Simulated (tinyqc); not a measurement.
What each parameter does: optical transitions of a finite quantum well.

Each carrier sees a square well of width L with its own depth V and masses m (inside), mb (outside); c = hbar^2/2m0, k = sqrt(m E/c), kappa = sqrt(mb (V - E)/c), and level n solves k L + 2 atan[(k/m)/(kappa/mb)] = n pi. The envelope is cos(kz) for odd n and sin(kz) for even n inside, joins exp(-kappa (|z| - L/2)) outside, and is normalised to 1. Excitons and band mixing are left out.

Constants: hbar^2/2m0 = 3.80998211 eV angstrom^2; hc = 1239.841984 eV nm.

Inputs chosen for the exercise (near those of a GaAs well in AlGaAs; not measured data):

| symbol | value | unit | meaning |
|---|---|---|---|
| L | 69 | angstrom | well width |
| Eg | 1.509 | eV | gap of the well |
| Vc | 0.178 | eV | conduction offset |
| Vv | 0.095 | eV | valence offset |
| me | 0.0665 | m0 | electron, well |
| meb | 0.0853 | m0 | electron, barrier |
| mh | 0.361 | m0 | heavy hole along z, well |
| mhb | 0.403 | m0 | heavy hole, barrier |
| ml | 0.0919 | m0 | light hole along z, well |
| mlb | 0.1099 | m0 | light hole, barrier |

Edge wavelength hc/(Eg + e1 + hh1), squared overlap of e1 and hh1, and the confinement energies.

Results for these values:

| case | edge (nm) | overlap^2 | e1 (meV) | hh1 (meV) |
|---|---|---|---|---|
| base | 790.9 | 0.9704 | 46.2 | 12.4 |

What happens to each result for mh = 0.307 m0, all else kept?

Answer: edge falls from 790.9 to 790.4; overlap^2 rises from 0.9704 to 0.9774; e1 does not change at the printed digits; hh1 rises from 12.4 to 13.4.

The same for each parameter in turn:

| case | edge (nm) | overlap^2 | e1 (meV) | hh1 (meV) |
|---|---|---|---|---|
| base | 790.9 | 0.9704 | 46.2 | 12.4 |
| L = 76 angstrom | 794.4 | 0.9740 | 41.0 | 10.7 |
| Eg = 1.539 eV | 776.1 | 0.9704 | 46.2 | 12.4 |
| Vc = 0.205 eV | 789.6 | 0.9787 | 48.8 | 12.4 |
| Vv = 0.114 eV | 790.6 | 0.9620 | 46.2 | 13.0 |
| me = 0.0732 m0 | 791.6 | 0.9755 | 44.8 | 12.4 |
| mh = 0.307 m0 | 790.4 | 0.9774 | 46.2 | 13.4 |
| meb = 0.1024 m0 | 792.1 | 0.9721 | 43.8 | 12.4 |

tinyqc: `OMP_NUM_THREADS=1 python tinyqc.py 1280481 1280482 out.jsonl`; about 0.1 s, one thread, shared Intel(R) Xeon(R) Processor @ 2.30GHz.
